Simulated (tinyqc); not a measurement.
# Hexagonal on-chip spiral inductor, lumped pi model: effects of single changes

Outer diameter do = di + 2 n wd + 2 (n - 1) sp, mean da = (do + di)/2, fill p = (do - di)/(do + di), length l = 3.464 n da. L = 2.33 mu0 n^2 da/(1 + 3.82 p), mu0 = 4 pi 1e-7 H/m. Rs = rho l/(wd delta (1 - exp(-th/delta))), delta = sqrt(rho/(pi f mu0)). Cs = n wd^2 eps0 eo/hu across the coil. At each end Cox = l wd eps0 eo/(2 ho) leads to the substrate branch Rsi = 2 rs he/(l wd) in parallel with Csi = l wd eps0 11.7/(2 he). With one end grounded Y = 1/(Rs + i w L) + i w Cs + 1/[1/(i w Cox) + 1/(1/Rsi + i w Csi)], w = 2 pi f; Q = -Im Y/Re Y. Eddy currents in neighbouring turns and in the substrate are left out.

Values chosen for this exercise; values of the order met in silicon radio-frequency processes: number of turns n = 6.5; line width wd = 6 um; space between turns sp = 2 um; inner diameter di = 140 um; metal thickness th = 3.4 um; metal resistivity rho = 1.9 uohm cm; oxide below the coil ho = 8.3 um; oxide between coil and underpass hu = 1.1 um; relative permittivity of the oxide eo = 4.1; substrate resistivity rs = 10 ohm cm; effective spreading depth in the substrate he = 30 um; frequency f = 1.8 GHz.

Constants: eps0 = 8.8541878128e-12 F/m. Results are converted to the units shown.

Each table varies one quantity; the others keep the values above.

## Quality factor against frequency

Apparent inductance Im(1/Y)/w; share of the loss Re(substrate branch)/Re Y.

Quality factor against frequency:
```
f (GHz),Rs (ohm),w L/Rs,Q,apparent inductance (nH),loss in the substrate (%)
0.11,5.096,1.590,1.589,11.72,6.322e-4
0.18,5.437,2.438,2.435,11.73,0.003555
0.3,5.912,3.737,3.726,11.75,0.02310
0.49,6.529,5.527,5.479,11.80,0.1429
0.79,7.340,7.927,7.715,11.93,0.8319
1.3,8.491,11.28,10.19,12.31,4.904
2.1,10.01,15.45,10.55,13.34,21.92
3.5,12.23,21.08,5.619,16.88,60.50
5.7,15.12,27.77,0.8724,21.64,86.59
```

Q goes from 1.59 through a maximum of 10.6 (at f = 2.1 GHz among the rows listed) to 0.872; the exact peak is 10.9 at 1.76 GHz and Q reaches zero at the self-resonance, 6.68 GHz. The share of the substrate rises from 6.32e-4 to 86.6 %, and the apparent inductance ends at 1.85 times L. At the peak the substrate takes 13.1 % of the loss. For f = 5.7 the coil is longer than 0.15 of a wavelength in the oxide, where one lumped section is rough.

## Effect of the substrate resistivity

Same model as above.

Peak Q and its frequency from a search over f; self-resonance where Im Y = 0; Q at the given f (negative beyond resonance).

The same in every row: L (nH) = 11.72; do (um) = 240.0.

Results:
```
rs (ohm cm),peak Q,f of the peak (GHz),self-resonance (GHz),Q at f
0.1,14.06,2.751,5.814,12.63
1,13.28,2.453,5.824,12.44
3,12.32,2.138,5.907,12.03
10,10.91,1.758,6.678,10.91
100,11.15,2.289,8.125,10.86
1000,16.03,3.564,8.152,12.99
10000,17.16,3.823,8.152,13.28
```

Estimate the missing row, rs = 30 ohm cm.

Computed row:
```
rs (ohm cm),peak Q,f of the peak (GHz),self-resonance (GHz),Q at f
30,9.880,1.587,7.868,9.762
```

With this row back in the table: As rs goes from 0.1 to 10000, L stays at 11.7 nH, the peak Q goes from 14.1 through a minimum of 9.88 (at rs = 30 among the rows listed) to 17.2, its frequency goes from 2.75 through a minimum of 1.59 (at rs = 30 among the rows listed) to 3.82 GHz and the self-resonance rises from 5.81 to 8.15 GHz. In this model both a very low and a very high resistivity dissipate little: the first shorts the branch to a pure Cox, the second blocks the current. For rs = 0.1, 1 eddy currents in the substrate, left out, would lower Q markedly.

Numbers from tinyqc (`OMP_NUM_THREADS=1 python tinyqc.py 2302026 2302027 out.jsonl`; about 0.01 s on one thread of a shared Intel Xeon 2.30GHz).
